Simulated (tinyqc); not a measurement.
# Tunnelling through a two-layer gate stack, WKB transmission and Tsu-Esaki current: effect of temperature

Electrons leave the emitter at x = 0. Energies E (motion across the layers) are in eV from the emitter Fermi level; the collector Fermi level lies at -V and offers states at every E. No charge in the dielectric and no image force: F1 = V/(t1 + t2 eps1/eps2), F2 = F1 eps1/eps2; U = phi1 - F1 x in layer 1 and phi2 - F1 t1 - F2 (x - t1) in layer 2. With C = hbar^2/(2 m0), kappa = sqrt(m (U - E)/C) where U > E and 0 elsewhere; T(E) = exp(-S), S = 2 times the integral of kappa over x.

Each layer adds (2/F) sqrt(m/C) [G(u at its left edge) - G(u at its right edge)] to S, with u = U - E (0 where negative) and G(u) = (2/3) u^1.5. J = J0 times the integral of T(E) N(E) dE, N = ln[(1 + exp(-E/Vt))/(1 + exp((-E - V)/Vt))], J0 = q^2 me m0 kB T/(2 pi^2 hbar^3) (times 1e-4 for A/cm^2 per eV), from E = -Ef to far above the barrier (T = 1 there), by quadrature converged to the digits shown.

Parameters, values chosen for the exercise; layer 1 close to aluminium oxide, layer 2 close to zirconium oxide:
- Ef = 3.3 eV (Fermi energy of the emitter above its band bottom)
- me = 1 m0 (emitter mass in the supply function)
- phi1 = 2.57 eV (barrier of layer 1 above the emitter Fermi level at zero bias)
- m1 = 0.39 m0 (tunnelling mass of layer 1)
- t1 = 0.7 nm (thickness of layer 1)
- eps1 = 8.88 (relative permittivity of layer 1)
- phi2 = 1.41 eV (barrier of layer 2 at zero bias)
- m2 = 0.26 m0 (tunnelling mass of layer 2)
- t2 = 2.9 nm (thickness of layer 2)
- eps2 = 26 (relative permittivity of layer 2)
- V = 0.6 V (voltage across the dielectric)

Constants: q = 1.602176634e-19 C, kB = 1.380649e-23 J/K, hbar = 1.054571817e-34 J s, m0 = 9.1093837015e-31 kg, Vt = kB T/q, hbar^2/(2 m0) = 0.0380998212 eV nm^2. Results are converted to the units shown.

Results:

| T (K) | J (A/cm^2) | mean E of the current (eV) |
|---|---|---|
| 50 | 0.06102 | -0.2466 |
| 200 | 0.06308 | -0.2381 |
| 300 | 0.06602 | -0.2263 |
| 400 | 0.07058 | -0.2086 |
| 500 | 0.07738 | -0.1828 |
| 600 | 0.08845 | -0.1352 |
| 750 | 0.1650 | 0.2739 |

Estimate the missing row, T = 100 K.

Computed row:

| T (K) | J (A/cm^2) | mean E of the current (eV) |
|---|---|---|
| 100 | 0.06142 | -0.2449 |

With this row back in the table: Between 50 and 300 K the current changes by a factor of 1.08, and between 300 and 750 K by 2.50; the mean energy of the current rises from -0.247 to 0.274 eV. The transmission grows by a factor e over d = 0.110 eV near E = 0, equal to kB T/q at 1280 K: far below that temperature the thermal tail adds little. In every row a layer is thinner than 0.8 nm, a few atomic planes, where an effective mass is a rough description.

Computed by the program tinyqc: `OMP_NUM_THREADS=1 python tinyqc.py 2540166 2540167 out.jsonl`, one thread of a shared Intel Xeon 2.30GHz, about 0.06 s for the whole run.
